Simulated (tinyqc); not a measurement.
Fully depleted semiconductor-on-insulator film with two gates, non-linear Poisson equation by Newton steps: one step of the calculation.

One dimension across the film, front interface at x = 0, back interface at x = ts. psi is counted from the intrinsic level, n = ni exp(psi/Vt) (source grounded), holes neglected, acceptors ionised. Gates act through Cox = eps0 eox/tox and Cbox = 3.9 eps0/tb with potentials G1 = Vg - (phiM - chi - Vt ln(Nc/ni)) and G2 = Vb - (phiB - chi - Vt ln(Nc/ni)). Classical Boltzmann densities, no interface charge, no depletion in the back plane.

Task. Newton step. Solve a d_(i-1) + b_i d_i + a d_(i+1) = -F_i for all nodes. Each component d is damped to sign(d) Vt ln(1 + |d|/Vt) before it is added.

Parameters, values chosen for the exercise:

| symbol | value | unit | meaning |
|---|---|---|---|
| T | 350 | K | temperature |

Constants: q = 1.602176634e-19 C, kB = 1.380649e-23 J/K, Vt = kB T/q. Results are converted to the units shown.

a = 15.665102 uF/cm^2

```
node  diagonal b (F/cm^2)  residual F (C/cm^2)  psi after iteration 2 (V)
0           -1.6906450e-5         1.0372920e-7                 0.20770548
1           -3.1330320e-5       -4.0157470e-11                 0.20735131
2           -3.1330319e-5       -4.0371503e-11                 0.20699546
3           -3.1330317e-5       -4.0589270e-11                 0.20663793
4           -3.1330316e-5       -4.0810829e-11                 0.20627868
5           -3.1330315e-5       -4.1036236e-11                 0.20591772
6           -3.1330313e-5       -4.1265552e-11                 0.20555501
7           -3.1330312e-5       -4.1498836e-11                 0.20519055
8           -3.1330311e-5       -4.1736150e-11                 0.20482431
9           -3.1330309e-5       -4.1977557e-11                 0.20445628
10          -1.5747371e-5        -6.4093459e-9                 0.20408644
```

Wanted: Newton step d, before damping; psi after iteration 3.

Result.

```
node  Newton step d, before damping (V)  psi after iteration 3 (V)
0                                0.0737                      0.245
1                                0.0729                      0.244
2                                0.0721                      0.244
3                                0.0713                      0.243
4                                0.0706                      0.243
5                                0.0698                      0.242
6                                0.0690                      0.241
7                                0.0683                      0.241
8                                0.0675                      0.240
9                                0.0667                      0.240
10                               0.0660                      0.239
```

Range of the model: In so thin a film or at such density quantum confinement moves the charge away from the interfaces and raises the threshold.

Program tinyqc, `OMP_NUM_THREADS=1 python tinyqc.py 2190163 2190164 out.jsonl`; Intel Xeon 2.30GHz, shared host, one thread, about 0.4 s.
